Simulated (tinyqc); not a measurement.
What moves the results: valley splitting in a one-orbital chain of atomic planes (second-neighbour model). A value that a table varies takes the place of the one given here.

Each (001) plane carries one orbital with energy e0, hopping v to the next plane and u to the second: E(phi) = e0 + 2 v cos(phi) + 2 u cos(2 phi), where phi = pi - k a/4 (the sign of every second orbital is chosen so that v > 0, which shifts the phase by pi). The minimum lies at cos(phi0) = -v/(4u), phi0 = pi - (pi/2) k0 for a valley at k0 (2 pi/a), and e0 puts it at zero. A slab of N planes has hard walls: the matrix simply ends.

A well of Nw planes between barriers of 40 planes each (as of a SiGe alloy, taken as an offset alone). With x = j - 39.5 for plane j = 0, 1, ..., the potential is V0 (f(x) + f(Nw - x)) + F (j - 40) a/4, f(y) = 1/(1 + exp(y/L)), a step for L = 0; L is in planes, 4 L is about the distance over which f goes from 0.88 to 0.12, and 1 MV/m = 1e-4 V/angstrom.

Constants: hbar^2/2m0 = 3.80998211 eV angstrom^2.

Values chosen for the exercise (near those of the Delta valleys of silicon; abrupt walls in this chain split the valleys several times more than measured wells; not measured data): a = 5.427 angstrom (lattice constant; planes lie a/4 apart); ml = 0.876 m0 (longitudinal mass); N0 = 32 (first number of planes); Nf = 80 (planes in the thick slab); V0 = 0.15 eV (barrier height); F = 8 MV/m (field); Nw = 74 (planes in the well); k0 = 0.83 2 pi/a (position of the valley).

## Splitting against the number of planes

u = 0.634897 eV
v = 0.670128 eV
e0 = 1.446622 eV
phi0 = 1.837832 rad

Ten slabs from N0 on, of thickness (N - 1) a/4 between the outer planes. Effective mass: E1 = (c/ml)(pi/W)^2 with W = (N + 2) a/4: the amplitude vanishes on two missing planes at each end, and the envelope has its nodes N + 2 spacings apart. Large-N estimate of the splitting: 16 pi^2 u |sin(phi0) sin((N + 2) phi0)|/(N + 2)^3.

Doublet (meV):
```
N   thickness (angstrom)  mean level  effective mass  splitting  estimate
32                 42.06       20.11           20.17      0.735     0.833
33                 43.42       19.02           19.04      2.244     2.249
34                 44.77       17.94           17.99      0.461     0.388
35                 46.13       17.01           17.03      1.675     1.714
36                 47.49       16.12           16.15      1.206     1.165
37                 48.84       15.30           15.33      0.843     0.895
38                 50.20       14.57           14.57      1.447     1.437
39                 51.56       13.84           13.87      0.020     0.066
40                 52.91       13.21           13.22      1.260     1.274
41                 54.27       12.59           12.61      0.600     0.569
```

The mean level falls smoothly, from 20.1 to 12.6 meV, within 0.4 % of the effective-mass value. The splitting swings between 0.020 (N = 39) and 2.244 meV (N = 33): one plane more or less changes the phase between the two walls by phi0 = 1.838 rad. The estimate misses the computed values by at most 0.099 meV.

## Splitting against the electric field

A thick slab in a field F: plane j = 0, 1, ... gains the energy F j a/4 (1 MV/m = 1e-4 V/angstrom), which presses the electron against the first wall. The exponent is the slope of ln(splitting) against ln F between 20 and 50 MV/m.

Doublet:
```
F (MV/m)  mean level (meV)  splitting (meV)  splitting/F (meV per MV/m)
1                     8.45           0.1413                      0.1413
2                    12.74           0.2816                      0.1408
5                    23.01           0.7037                      0.1407
10                   36.08           1.4078                      0.1408
20                   56.39           2.8169                      0.1408
30                   73.06           4.2272                      0.1409
50                  100.99           7.0506                      0.1410
```

exponent = 1.00

The splitting goes from 0.1413 to 7.0506 meV. At high field it grows as F^1.00: at a single hard wall it follows the squared slope of the envelope, which is proportional to F, while the level itself grows about as F^(2/3) (here F^0.64). A hard wall is the sharpest interface possible; real Si interfaces split several times less.

## Sharp and graded interfaces

The lowest doublet for several interface widths L.

Doublet:
```
L (planes)  4 L (angstrom)  mean level (meV)  splitting (micro-eV)
0.00                  0.00             27.71               1125.97
0.25                  1.36             27.81                606.94
0.50                  2.71             27.98                121.79
0.75                  4.07             28.19                 22.19
1.00                  5.43             28.47                  3.97
1.50                  8.14             29.16                  0.11
2.00                 10.85             30.01                  0.00
```

The mean level moves by +2.3 meV over the table, while the splitting falls from 1126.0 micro-eV at a step to 3.97 at L = 1 plane, a factor 284. Coupling the valleys needs the Fourier component of the potential at twice the valley wave vector, a period of a few planes, and grading removes it. Random alloy disorder, left out here, sets the splitting once this part is gone.

## What each parameter does

Step interfaces (L = 0). u, v, e0 follow from 8 u sin^2(phi0) = (2c/ml)/(a/4)^2, v = -4u cos(phi0), e0 = 2u + v^2/(4u), c = hbar^2/2m0. Each row changes one parameter from the base and keeps the others.

Results:
```
case              mean level (meV)  splitting (micro-eV)
base                         27.71                1126.0
k0 = 0.84 2 pi/a             27.71                1121.2
ml = 0.964 m0                26.88                1126.0
V0 = 0.225 eV                28.55                1126.0
F = 16 MV/m                  41.60                2252.4
Nw = 75                      27.71                1125.9
```

The largest shifts from the base row, up to three for each result and ties (the steps differ in size, so this ranks the rows, not the parameters). mean level (meV): F +13.89, V0 +0.84, ml -0.83; unchanged at the printed digits by k0 and Nw. splitting (micro-eV): F +1126.5, k0 -4.8, Nw -0.0; unchanged at the printed digits by ml and V0.

tinyqc: `OMP_NUM_THREADS=1 python tinyqc.py 1481116 1481117 out.jsonl`; about 0.01 s, one thread, shared Intel(R) Xeon(R) Processor @ 2.30GHz.
